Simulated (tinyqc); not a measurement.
Inside a calculation. Model: Cahn-Hilliard equation on a periodic one-dimensional grid. Computed by tinyqc, a small Python program that keeps every step. Command: `OMP_NUM_THREADS=1 python tinyqc.py 3009647 3009648 out.jsonl cahn walk`. One thread of a shared host (Intel(R) Xeon(R) Processor @ 2.30GHz), about 0.04 s of CPU time with the checks. Intermediate numbers are printed to about 5 digits and carried at full precision; extremes and crossings named in words are read from the listed rows.

Free energy F = h sum_j [A (c_j^2 - 1)^2/4 + (kappa/2) ((c_(j+1) - c_j)/h)^2]; dc/dt = Lap(mu), mu = A (c^3 - c) - kappa Lap(c), Lap(y)_j = (y_(j+1) - 2 y_j + y_(j-1))/h^2, mobility 1; the grid has n = 12 points.

Inputs (values chosen for the exercise, in reduced units):

| quantity | value | unit |
|---|---|---|
| spacing h | 1.1 | - |
| well depth A | 0.93 | - |
| gradient coefficient kappa | 1.4 | - |
| mean composition c0 | -0.33 | - |
| noise amplitude | 0.1 | - |
| time step dt | 0.14 | - |
| end time | 100 | - |

Scheme: semi-implicit Fourier.

## Linear stability

f'' = A (3 c0^2 - 1). Mode m has lambda_m = (4/h^2) sin^2(pi m/n) and the rate w_m = -lambda_m (f'' + kappa lambda_m). In the continuum the fastest wavelength is 2 pi sqrt(2 kappa/|f''|) with the rate f''^2/(4 kappa). Explicit steps near c = +-1, where f'' = 2A, are stable for dt < 2/(16 kappa/h^4 + 8 A/h^2).

f'' = -0.626169

Modes of the grid:

| m | lambda_m | w_m |
|---|---|---|
| 1 | 0.2214 | 0.070 |
| 2 | 0.8264 | -0.439 |
| 3 | 1.6529 | -2.790 |
| 4 | 2.4793 | -7.053 |
| 5 | 3.0843 | -11.387 |
| 6 | 3.3058 | -13.230 |

fastest wavelength = 13.287

largest rate = 0.070016

explicit limit of dt = 0.093248

1 mode(s) grow; the fastest on the grid is m = 1, while the box holds 0.99 fastest wavelengths. dt is 1.50 of the explicit limit.

## The first step

random numbers: -0.678  0.535  -0.062  -0.644  0.343  0.022  0.810  0.428  -0.895  0.219  -0.845  -0.654

Start: c_j = c0 + amplitude x (z_j - mean of z). With Fourier components y_m = sum_j y_j exp(-2 pi i j m/n): c_m(new) = [c_m - dt lambda_m N_m]/(1 + dt kappa lambda_m^2), N = A (c^3 - c), lambda_m = (4/h^2) sin^2(pi m/n).

c at the start: -0.38596  -0.26466  -0.32436  -0.38256  -0.28386  -0.31596  -0.23716  -0.27536  -0.40766  -0.29626  -0.40266  -0.38356

mu at the start: 0.16235  0.43831  0.26818  0.12217  0.39406  0.13619  0.34352  0.34554  0.03415  0.50334  0.16855  0.32911

c after one step: -0.36789  -0.28872  -0.32344  -0.36140  -0.30501  -0.29666  -0.24922  -0.28722  -0.37173  -0.33122  -0.38725  -0.39024

F at the start = 2.4754

F after one step = 2.4470

## The run

Run to the end time; break off if |c| exceeds 3 or F has risen by more than 1e-9 in more than 30 steps. Domains = stretches with c > c0.

Course:

| step | t | F | min c | max c | domains |
|---|---|---|---|---|---|
| 0 | 0.00 | 2.4754 | -0.40766 | -0.23716 | 3 |
| 14 | 1.96 | 2.4349 | -0.38248 | -0.27618 | 1 |
| 36 | 5.04 | 2.4334 | -0.38731 | -0.26907 | 1 |
| 71 | 9.94 | 2.4298 | -0.40863 | -0.24281 | 1 |
| 107 | 14.98 | 2.4227 | -0.43879 | -0.20402 | 1 |
| 143 | 20.02 | 2.4084 | -0.47923 | -0.14705 | 1 |
| 214 | 29.96 | 2.3309 | -0.59720 | 0.05288 | 1 |
| 286 | 40.04 | 2.1494 | -0.76468 | 0.37622 | 1 |
| 393 | 55.02 | 2.0386 | -0.91914 | 0.62698 | 1 |
| 500 | 70.00 | 2.0364 | -0.93967 | 0.65542 | 1 |
| 607 | 84.98 | 2.0364 | -0.94120 | 0.65750 | 1 |
| 714 | 99.96 | 2.0364 | -0.94131 | 0.65764 | 1 |

c at the end: -0.91937  -0.82481  -0.56005  -0.02810  0.48467  0.65764  0.48890  -0.02061  -0.55526  -0.82292  -0.91879  -0.94131

F at the end = 2.0364

steps in which F rose = 0

F never rises by more than 1e-9 in a step. The count of domains goes from 3 in the noise to 1 at the end, and c spans -0.941 to 0.658.

## Interfaces

Continuum wall between c = -1 and +1: c = tanh(x/w), w = sqrt(2 kappa/A), energy s = (2/3) sqrt(2 kappa A). With two walls per domain, the estimate of F at the end is 2 x domains x s. Volume fraction of the +1 phase by the lever rule: (1 + c0)/2.

wall half width w = 1.7352

wall energy s = 1.0758

estimate of F = 2.1516

volume fraction = 0.335

w/h = 1.5774

The run ends at F = 2.0364, 0.95 of the estimate: close to it, but the extremes of c are -0.941 and 0.658.

Checks made by the program: conservation of the mean (relative difference below 1e-10).
